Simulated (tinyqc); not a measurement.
Gate voltage for a given inversion charge.

Inverse problem. p-type body, charge-sheet picture, depletion and inversion only, full ionisation (an idealisation for deep acceptors), Boltzmann statistics (rough once Na exp(x - xn) passes about Nc/7). In units of Vt: xg = (Vg - Vfb)/Vt, x = psi/Vt, G = gamma/sqrt(Vt), xn = (2 phiF + Vc)/Vt. The implicit equation is (xg - x)^2 = G^2 [x - 1 + exp(x - xn)] for x above about 3. Cox = eps0 eox/tox. ni = sqrt(Nc Nv) exp(-Eg/(2 Vt)), Eg in volts; phiF = Vt ln(Na/ni); gamma = sqrt(2 q eps0 eps_r Na)/Cox. N_inv = (Cox Vt G/q) [sqrt(x - 1 + exp(x - xn)) - sqrt(x - 1)]. Find x - xn, psi and Vg.

Values chosen for this exercise; band and dielectric values close to those of silicon: temperature T = 400 K; band gap Eg = 1.11 eV; relative permittivity eps_r = 11.7; conduction-band density of states at T Nc = 4.37e19 cm^-3; valence-band density of states at T Nv = 4.11e19 cm^-3; relative permittivity of the gate insulator (close to silicon dioxide) eox = 3.9; insulator thickness tox = 2 nm; acceptor density Na = 4.1e16 cm^-3; flat-band voltage Vfb = -0.68 V; channel-body voltage Vc = 0.2 V.

Constants: q = 1.602176634e-19 C, kB = 1.380649e-23 J/K, Vt = kB T/q, eps0 = 8.8541878128e-14 F/cm where lengths are in cm. Results are converted to the units shown.

N_inv = 2.4e10 cm^-2

Answer. N_inv rises steadily with x, so it fixes x; the implicit equation then gives xg directly.

x - xn = 0.5651
psi = 0.8510 V
Vg = 0.2343 V

Program tinyqc, `OMP_NUM_THREADS=1 python tinyqc.py 2122062 2122063 out.jsonl`; Intel Xeon 2.30GHz, shared host, one thread, about 0.01 s.
